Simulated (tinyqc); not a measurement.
Minority carriers and saturation current of a heavily doped emitter: one step of the calculation.

n-type, parabolic bands, full ionisation. eta = (EF - Ec)/kB T solves N = Nc F12(eta), F12(x) = (2/sqrt(pi)) int_0^infinity sqrt(u)/(1 + exp(u - x)) du. The gap shrinks rigidly by dEg = a3 y^(1/3) + a4 y^(1/4) + a2 y^(1/2), y = N/1e18 cm^-3, an empirical law that is here taken as the true narrowing.

Question. Saturation current. 1/tau = Cn N^2 + 1/ts, D = mup Vt, L = sqrt(D tau); J0 = (q p0 D/L)(s + tanh(W/L))/(1 + s tanh(W/L)), s = S L/D; the share recombining inside is 1 - 1/[cosh(W/L)(1 + tanh(W/L)/s)].

Values chosen for this exercise; band and dielectric values close to those of silicon:
- T = 400 K (temperature)
- N = 7.3e18 cm^-3 (ionised donor density)
- mup = 230 cm^2/(V s) (minority-hole mobility)
- Cn = 2.8e-31 cm^6/s (Auger coefficient)
- ts = 0.61 us (defect lifetime)
- W = 480 nm (emitter width)
- S = 9300 cm/s (recombination velocity at the contact)

Constants: q = 1.602176634e-19 C, kB = 1.380649e-23 J/K, Vt = kB T/q. Results are converted to the units shown.

p0 = 6.1866111e6 cm^-3

Find: tau; L; s; J0; share recombining inside.

Answer.

tau = 60.384 ns
L = 6919.0 nm
s = 0.81164
J0 = 9.4723e6 fA/cm^2
share recombining inside = 8.0840 %

The emitter is transparent: most holes reach the contact.

Range of the model: Band tails, non-parabolic bands and incomplete ionisation are left out.

Program tinyqc, `OMP_NUM_THREADS=1 python tinyqc.py 2330002 2330003 out.jsonl`; Intel Xeon 2.30GHz, shared host, one thread, about 0.01 s.
